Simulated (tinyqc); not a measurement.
Ewald sum of point charges, simple cubic in a neutralising background, strained along z by a factor 1.11, lattice, step by step. Computed by tinyqc, a small Python program that keeps every step. Command: `OMP_NUM_THREADS=1 python tinyqc.py 22596 22597 out.jsonl` (the two numbers bound the seeds that draw the settings). One thread of a shared host (Intel(R) Xeon(R) Processor @ 2.60GHz), about 0.02 s of CPU time with the checks.

## Ewald sum with eta = 0.335 1/bohr

cell vectors (rows) (bohr):
```
           1          2          3
1  11.380000   0.000000   0.000000
2   0.000000  11.380000   0.000000
3   0.000000   0.000000  12.632000
```

Charges:

| q | f1 | f2 | f3 |
|---|---|---|---|
| 1.000000 | 0.000000 | 0.000000 | 0.000000 |

Real space: 1/2 sum q_i q_j erfc(eta r)/r over all images with r > 0; reciprocal space: (2 pi/V) sum_(G != 0) exp(-G^2/4 eta^2)/G^2 |S(G)|^2 with S(G) = sum q exp(i G.r); self term -eta/sqrt(pi) sum q^2; background -pi Q^2/(2 V eta^2), Q the total charge.

Real-space shells (first ones):

| r (bohr) | pairs | sum (hartree) |
|---|---|---|
| 11.380000 | 4 | 1.23e-08 |
| 12.632000 | 2 | 1.72e-10 |
| 16.093750 | 4 | 0 |
| 17.002112 | 8 | 0 |

Reciprocal shells (first ones that count):

| G^2 (1/bohr^2) | vectors | sum (hartree) |
|---|---|---|
| 0.247409 | 2 | 0.017893 |
| 0.304842 | 4 | 0.025555 |
| 0.552251 | 8 | 0.016259 |
| 0.609685 | 4 | 0.006479 |
| 0.857094 | 8 | 0.005312 |
| 0.989636 | 2 | 0.000856 |
| 1.219369 | 4 | 0.000833 |
| 1.294478 | 8 | 0.001328 |
| 1.466778 | 8 | 0.000798 |
| 1.524211 | 8 | 0.000676 |
| 1.599321 | 8 | 0.000545 |
| 1.771620 | 16 | 0.000670 |

## The total does not depend on eta

The same sums for other eta.

Totals (hartree per cell):

| eta | real | reciprocal | self | background | total |
|---|---|---|---|---|---|
| 0.335000 | 1.25e-08 | 0.077609 | -0.189004 | -0.008556 | -0.11995023 |
| 0.472000 | 0 | 0.150657 | -0.266297 | -0.004310 | -0.11995023 |
| 0.565000 | 0 | 0.201825 | -0.318767 | -0.003008 | -0.11995023 |

shortest distance = 11.380000 bohr
